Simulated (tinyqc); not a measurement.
# Undoped gate-all-around wire MOSFET, analytic charge model: effects of single changes

An undoped round wire of radius R under an insulator shell and a surrounding gate; long channel, electrons only, n = ni exp((psi - V)/Vt) with V the quasi-Fermi potential (0 at the source, Vd at the drain), constant mobility, no quantisation. The radial Poisson equation gives n(r) = n(0)/(1 - (1 - b) r^2/R^2)^2 with b = Q0/(Q + Q0). Q is the electron charge per area of the wire surface.

Values chosen for this exercise; material values close to those of silicon: temperature T = 300 K; band gap Eg = 1.11 eV; relative permittivity of the semiconductor eps_r = 11.5; conduction-band density of states at T Nc = 2.75e19 cm^-3; valence-band density of states at T Nv = 2.69e19 cm^-3; relative permittivity of the gate insulator eox = 21.8; insulator thickness tox = 7.5 nm; wire radius R = 10 nm; gate work function less that of the intrinsic body dphi = 0.23 V; channel mobility mu = 240 cm^2/(V s); gate length L = 0.1 um; drain voltage Vd = 0.3 V.

Constants: q = 1.602176634e-19 C, kB = 1.380649e-23 J/K, Vt = kB T/q, eps0 = 8.8541878128e-14 F/cm where lengths are in cm. Results are converted to the units shown.

Each table varies one quantity; the others keep the values above.

## Output curve

ni = sqrt(Nc Nv) exp(-Eg/(2 Vt)), Eg in volts; Cox = eps0 eox/(R ln(1 + tox/R)); Q0 = 4 eps0 eps_r Vt/R; V0 = dphi + Vt ln[8 eps0 eps_r Vt/(q ni R^2)]. Q solves Vg - V0 - V = Q/Cox + Vt ln(Q/Q0) + Vt ln(1 + Q/Q0). I = mu (2 pi R/L)[2 Vt (Qs - Qd) + (Qs^2 - Qd^2)/(2 Cox) + Vt Q0 ln((Qd + Q0)/(Qs + Q0))], with Qs at V = 0 and Qd at V = Vd.

In this table Vg = 1.62 V.

Output curve:

| Vd (V) | Qd (nC/cm^2) | Qd/Qs | I (uA) |
|---|---|---|---|
| 0.18 | 2000 | 0.7762 | 62.08 |
| 0.34 | 1498 | 0.5814 | 104.3 |
| 0.5 | 1013 | 0.3932 | 134.5 |
| 0.66 | 560.3 | 0.2175 | 153.4 |
| 0.82 | 182.9 | 0.07098 | 162.1 |
| 0.98 | 6.932 | 0.002691 | 163.8 |
| 1.14 | 0.01638 | 6.357e-6 | 163.9 |
| 1.3 | 3.362e-5 | 1.305e-8 | 163.9 |
| 1.46 | 6.897e-8 | 2.677e-11 | 163.9 |

The current rises from 62.1 to 164 uA, while the charge at the drain end falls from 0.78 to 2.7e-11 of that at the source. The current first comes within 1 % of its last value at Vd = 0.98 V among the rows. Over the last rows Qd falls by a factor of e for each Vt of drain voltage: the drain end is in weak inversion. In every row the surface density at the source passes 0.3 Nc, where Boltzmann statistics fail. In every row mu V/L, with V the smaller of Vd and Vg - V0, passes 3e6 cm/s, so velocity saturation would lower the current.

## Effect of the gate work function less that of the intrinsic body

I = mu (2 pi R/L)[2 Vt (Qs - Qd) + (Qs^2 - Qd^2)/(2 Cox) + Vt Q0 ln((Qd + Q0)/(Qs + Q0))], with Qs at V = 0 and Qd at V = Vd.  I(low) is taken at Vg = 0.46 V, Qs and I(high) at Vg = 1.21 V.

Effect of the gate work function less that of the intrinsic body:

| dphi (V) | V0 (V) | I(low) (nA) | Qs(high) (nC/cm^2) | I(high) (uA) |
|---|---|---|---|---|
| 0.08 | 0.5567 | 9.515 | 1747 | 58.19 |
| 0.13 | 0.6067 | 1.405 | 1591 | 51.39 |
| 0.18 | 0.6567 | 0.2037 | 1436 | 44.71 |
| 0.23 | 0.7067 | 0.02947 | 1283 | 38.19 |
| 0.28 | 0.7567 | 0.004260 | 1132 | 31.88 |
| 0.33 | 0.8067 | 6.158e-4 | 983.6 | 25.82 |
| 0.38 | 0.8567 | 8.901e-5 | 838.2 | 20.13 |

What does the table show?

As dphi goes from 0.08 to 0.38 V, I(low) falls from 9.52 to 8.90e-5 nA and I(high) falls from 58.2 to 20.1 uA. V0 rises from 0.557 to 0.857 V. In every row the surface density at the source at the higher gate voltage passes 0.3 Nc, where Boltzmann statistics fail. In every row mu V/L at the higher gate voltage, with V the smaller of Vd and Vg - V0, passes 3e6 cm/s, so velocity saturation would lower the current.

## Effect of the wire radius

Same model as above.

Result of one run:

| R (nm) | V0 (V) | I(low) (nA) | Qs(high) (nC/cm^2) | I(high) (uA) |
|---|---|---|---|---|
| 4.7 | 0.74571 | 0.0065092 | 1553.0 | 21.385 |

What becomes of these results when the wire radius R is changed from 4.7 to 3.3 nm, all else the same?

Result of the changed run:

| R (nm) | V0 (V) | I(low) (nA) | Qs(high) (nC/cm^2) | I(high) (uA) |
|---|---|---|---|---|
| 3.3 | 0.76400 | 0.0032090 | 1745.4 | 16.707 |

The whole series:

| R (nm) | V0 (V) | I(low) (nA) | Qs(high) (nC/cm^2) | I(high) (uA) |
|---|---|---|---|---|
| 3.3 | 0.76400 | 0.0032090 | 1745.4 | 16.707 |
| 4.7 | 0.74571 | 0.0065092 | 1553.0 | 21.385 |
| 6.5 | 0.72895 | 0.012450 | 1417.0 | 27.194 |
| 9.1 | 0.71155 | 0.024400 | 1308.5 | 35.388 |
| 13 | 0.69311 | 0.049794 | 1222.1 | 47.477 |
| 18 | 0.67628 | 0.095456 | 1163.3 | 62.818 |
| 25 | 0.65930 | 0.18411 | 1118.8 | 84.167 |

As R goes from 3.3 to 25 nm, I(low) rises from 0.00321 to 0.184 nA and I(high) rises from 16.7 to 84.2 uA. On average I(low) goes as R^(2.00) and I(high) goes as R^(0.80). Below threshold the charge is proportional to the cross-section of the body; above it the insulator sets the charge. In every row the surface density at the source at the higher gate voltage passes 0.3 Nc, where Boltzmann statistics fail. In every row mu V/L at the higher gate voltage, with V the smaller of Vd and Vg - V0, passes 3e6 cm/s, so velocity saturation would lower the current. At R = 25 nm L is under three scale lengths of this cross-section, so short-channel effects, left out here, would raise the subthreshold current. For R = 3.3 to 4.7 nm the body is thin enough for quantum confinement, left out here, to raise the threshold.

Computed by the program tinyqc: `OMP_NUM_THREADS=1 python tinyqc.py 2460055 2460056 out.jsonl`, one thread of a shared Intel Xeon 2.30GHz, about 0.02 s for the whole run.
